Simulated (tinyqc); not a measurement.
Inside a calculation. Method: CIS and TDHF on RHF in the sto-6g basis, frozen core, for BeH2, spin multiplicity 1. One step of it, computed by the program tinyqc.

Question. CIS matrix, singlets. A(ia,jb) = (e_a - e_i) d_ij d_ab + 2 (ia|jb) - (ij|ab).

orbital energies (hartree): MO1 -4.587259, MO2 -0.472631, MO3 -0.440164, MO4 0.206305, MO5 0.206305, MO6 0.497952, MO7 1.045914

Two-electron integrals over orbitals (pq|rs), unique and non-zero (hartree); the lowest 1 orbital is frozen and left out:
```
(22|22) 0.407472    (32|32) 0.166897    (33|22) 0.421178    (33|33) 0.444018
(42|42) 0.049843    (43|43) 0.015408    (44|22) 0.374383    (44|33) 0.363598
(44|44) 0.450117    (52|52) 0.049843    (53|53) 0.015408    (54|54) 0.024258
(55|22) 0.374383    (55|33) 0.363598    (55|44) 0.401601    (55|55) 0.450117
(62|22) -0.028919   (62|33) -0.050708   (62|44) 0.047263    (62|55) 0.047263
(62|62) 0.076740    (63|32) -0.095933   (63|63) 0.082329    (64|42) 0.047634
(64|64) 0.051689    (65|52) 0.047634    (65|65) 0.051689    (66|22) 0.404948
(66|33) 0.415478    (66|44) 0.373738    (66|55) 0.373738    (66|62) -0.036572
(66|66) 0.418507    (72|32) -0.047667   (72|63) 0.061720    (72|72) 0.057644
(73|22) -0.010077   (73|33) -0.024294   (73|44) 0.054516    (73|55) 0.054516
(73|62) 0.071972    (73|66) -0.028532   (73|73) 0.081241    (74|43) 0.013872
(74|74) 0.016212    (75|53) 0.013872    (75|75) 0.016212    (76|32) 0.144592
(76|63) -0.096422   (76|72) -0.059481   (76|76) 0.142681    (77|22) 0.439300
(77|33) 0.458564    (77|44) 0.395459    (77|55) 0.395459    (77|62) -0.043813
(77|66) 0.446381    (77|73) -0.019050   (77|77) 0.502811
```

Give: CIS matrix A, singlet.

Answer.

CIS matrix A, singlet (hartree), lower triangle:
```
       2>4    2>5     2>6     2>7    3>4    3>5    3>6    3>7
2>4  0.404
2>5  0.000  0.404
2>6  0.000  0.000   0.719
2>7  0.000  0.000   0.000   1.195
3>4  0.000  0.000   0.000   0.000  0.314
3>5  0.000  0.000   0.000   0.000  0.000  0.314
3>6  0.000  0.000   0.000  -0.021  0.000  0.000  0.687
3>7  0.000  0.000  -0.001   0.000  0.000  0.000  0.000  1.190
```
